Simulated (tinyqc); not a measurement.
Layer against dose: implant damage, amorphisation by cascade overlap, and solid-phase epitaxial regrowth. Computed by tinyqc, a small Python program. Command: `OMP_NUM_THREADS=1 python tinyqc.py 3111984 3111985 out.jsonl sper walk`. One thread of a shared host (Intel(R) Xeon(R) Processor @ 2.30GHz), about 0.01 s of CPU time with the checks.

Range and width of the damage are inputs. Dynamic annealing enters only through the surviving share f.

Inputs (values chosen for the exercise, modelled on silicon ions in silicon): atomic density N = 49.9 1/nm^3; ion Z1 = 14; ion mass M1 = 28 u; target Z2 = 14; target mass M2 = 28.09 u; ion energy E = 45 keV; displacement energy E_d = 14 eV; depth of the damage peak R_d = 37 nm; width of the damage profile s_d = 18 nm; share of defects that survive f = 0.32; critical displaced share x_c = 0.088; dose Q = 1.3e+14 1/cm^2.

Constants: a_0 = 0.529177210903 angstrom; e^2/(4 pi eps_0) = 14.39964548 eV angstrom.

Method. Robinson partition: eps = E a M2/(Z1 Z2 (e^2/(4 pi eps_0)) (M1 + M2)), a = 0.8853 a_0/sqrt(Z1^(2/3) + Z2^(2/3)); k = 0.0793 Z1^(2/3) Z2^(1/2) (M1 + M2)^(3/2)/((Z1^(2/3) + Z2^(2/3))^(3/4) M1^(3/2) M2^(1/2)); damage energy T_d = E/(1 + k (eps + 0.40244 eps^(3/4) + 3.4008 eps^(1/6))); displacements nu = 0.8 T_d/(2 E_d). Displaced share x(z) = f nu Q exp(-(z - R_d)^2/(2 s_d^2))/(sqrt(2 pi) s_d N); the layer is amorphous where x > x_c, between R_d -/+ s_d sqrt(2 ln(x_max/x_c)), the upper edge being cut at the surface. Threshold dose Q_c = Q x_c/x_max.

threshold dose Q_c = 8.33154e+13 1/cm^2

displacements per ion nu = 743.139

Dose series; the last column is f nu Q erfc((z2 - R_d)/(sqrt2 s_d))/2:
```
Q (1/cm^2)   x_max  upper edge (nm)  lower edge (nm)  displaced atoms beyond z2 (1/cm^2)
9.16e+13    0.0968           29.162           44.838                          7.2238e+15
1.25e+14    0.1320           20.786           53.214                          5.4653e+15
2.08e+14    0.2197           12.651           61.349                          4.3565e+15
3.33e+14    0.3517            7.037           66.963                          3.8005e+15
5.83e+14    0.6158            1.493           72.507                          3.3650e+15
1.00e+15    1.0562            0.000           77.129                          3.0661e+15
2.08e+15    2.1970            0.000           82.661                          2.7673e+15
4.17e+15    4.4045            0.000           87.355                          2.5534e+15
```

What follows from these numbers?

A dose 46 times larger moves the lower edge from 44.8 to 87.4 nm, as the root of a logarithm, and the damage beyond it falls by a factor 2.8, since the edge lies on an ever steeper tail. The layer reaches the surface at Q_c exp(R_d^2/(2 s_d^2)) = 6.89e14 per cm^2.
